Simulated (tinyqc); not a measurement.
Single-photon avalanche diode, trigger probability and counting: course of the iteration: trigger probability by substitution.

A multiplication layer of width W with the uniform field V/W; alpha = an exp(-bn/E) for electrons, beta = ap exp(-bp/E) for holes (local model, no dead space). a = alpha W, b = beta W. Electrons enter at x = 0, holes at x = W. P0 is the probability that an electron entering at 0 starts a lasting avalanche, PW the same for a hole entering at W.

PW = P0 exp(b - a)/(1 - P0 + P0 exp(b - a)); P0(new) = 1 - (1 - PW)^(a/b).

Stop when P0 changes by less than 1e-9, or after 400 iterations. The rule counts as met only at a root strictly between 0 and 1.

P0 at the start = 0.3
a = 2.83718
b = 3.79512

Course of the iteration:

| iteration | P0 | \|change\| |
|---|---|---|
| 1 | 0.429184 | 0.129 |
| 2 | 0.555667 | 0.126 |
| 3 | 0.661538 | 0.106 |
| 4 | 0.741054 | 0.0795 |
| 5 | 0.797345 | 0.0563 |
| 6 | 0.836303 | 0.0390 |
| 7 | 0.863246 | 0.0269 |
| 8 | 0.882074 | 0.0188 |
| 9 | 0.895424 | 0.0134 |
| ... | ... | ... |
| 66 | 0.933704 | 6.09e-9 |
| 67 | 0.933704 | 4.75e-9 |
| 68 | 0.933704 | 3.70e-9 |
| 69 | 0.933704 | 2.89e-9 |
| 70 | 0.933704 | 2.25e-9 |
| 71 | 0.933704 | 1.75e-9 |
| 72 | 0.933704 | 1.37e-9 |
| 73 | 0.933704 | 1.07e-9 |
| 74 | 0.933704 | 8.30e-10 |

Did this iteration meet its convergence test, and what does its course show?

Yes. Converged in 74 iterations. At the end each change is about 0.78 times the one before: linear convergence.

Program tinyqc, `OMP_NUM_THREADS=1 python tinyqc.py 2630067 2630068 out.jsonl`; Intel Xeon 2.30GHz, shared host, one thread, about 0.01 s.
